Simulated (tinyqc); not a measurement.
Changing the base width W: minority-electron transport through the base of a bipolar transistor (Moll-Ross and Kroemer integrals). Computed by tinyqc, a small Python program. Command: `OMP_NUM_THREADS=1 python tinyqc.py 3006464 3006465 out.jsonl base sweep`. One thread of a shared host (Intel(R) Xeon(R) Processor @ 2.30GHz), about 0.01 s of CPU time with the checks.

Low injection, one dimension, x from the emitter edge (0) to the collector edge (W), s = x/W. Recombination is treated as a small correction (valid for tau_B well below tau_n), computed from the stored charge.

Inputs (values chosen for the exercise, modelled on silicon): intrinsic density n_i at the emitter edge = 1e+10 1/cm^3; base doping at the emitter edge N_0 = 4.9e+18 1/cm^3; mu_min = 190 cm^2/(V s); mu_max = 1300 cm^2/(V s); N_ref = 9.2e+16 1/cm^3; saturation velocity v_s = 0.78 1e7 cm/s; electron lifetime tau_n = 1.8 ns; emitter Gummel number G_E = 2.6e+13 s/cm^4; base-emitter voltage V_BE = 0.79 V; temperature T = 300 K; gap narrowing across the base dE_g = 39 meV.

Base doping profile: uniform. Gap grading: linear. Exit of the base: infinite sink.

Constants: k_B = 8.617333262e-05 eV/K; e = 1.602176634e-19 C.

Method:
- N(x) = N_0; n_i(x)^2 = n_i^2 exp(s dE_g/k_B T); D(x) = (k_B T/e) mu, mu = mu_min + (mu_max - mu_min)/(1 + (N/N_ref)^0.7).
- With y(x) = N n_i^2/(D n_i(x)^2): base Gummel number G_B = int_0^W y dx; J_C = e n_i^2 exp(e V_BE/k_B T)/G_B; n(x) = (J_C/e)(n_i(x)^2/(N n_i^2)) [int_x^W y dx]; transit time tau_B = (e/J_C) int n dx; trapezoid rule on 401 even points.
- Emitter-limited gain beta_E = G_E/G_B; recombination-limited gain beta_R = tau_n/tau_B; 1/beta = 1/beta_E + 1/beta_R; f_T from the base alone = 1/(2 pi tau_B).

One run for each value; columns: (1) base width W (nm); (2) base transit time tau_B (ps); (3) current gain beta; (4) f_T from the base alone (GHz); (5) mean velocity W/tau_B (1e7 cm/s); (6) share of the exit term in G_B (%):
```
(1)         (2)    (3)        (4)    (5)  (6)
10    4.871e-02  67.55  3.268e+03  2.053    0
18    1.578e-01  37.47  1.009e+03  1.141    0
32    4.987e-01  21.02  3.191e+02  0.642    0
56    1.527e+00  11.96  1.042e+02  0.367    0
100   4.871e+00   6.65  3.268e+01  0.205    0
180   1.578e+01   3.64  1.009e+01  0.114    0
320   4.987e+01   2.00  3.191e+00  0.064    0
560   1.527e+02   1.10  1.042e+00  0.037    0
1000  4.871e+02   0.57  3.268e-01  0.021    0
```

Describe and explain the trends.

Over the rows, base transit time tau_B (ps) rises from 0.0487 to 487 (exponent d ln y / d ln x about 2.0 throughout); current gain beta falls from 67.6 to 0.572 (exponent d ln y / d ln x -1.0 between the first rows and -1.1 between the last); f_T from the base alone (GHz) falls from 3270 to 0.327 (exponent d ln y / d ln x about -2.0 throughout). The exponent of base transit time tau_B stays at 2: diffusion, or drift in a field proportional to 1/W. At the low end the exponent of current gain beta is -1.00, close to -1: emitter-limited gain, or recombination with a transit time limited by the exit velocity.

Caution (rows 10.0, 18.0): the mean velocity exceeds v_s, so drift-diffusion with a low-field mobility overstates the speed. Caution (rows 10.0, 18.0): the base is only a few mean free paths wide, so transport is partly ballistic. Caution (rows 1000): a current gain below 1 is far from a working transistor: the base is too heavily doped or too wide for this emitter and lifetime.
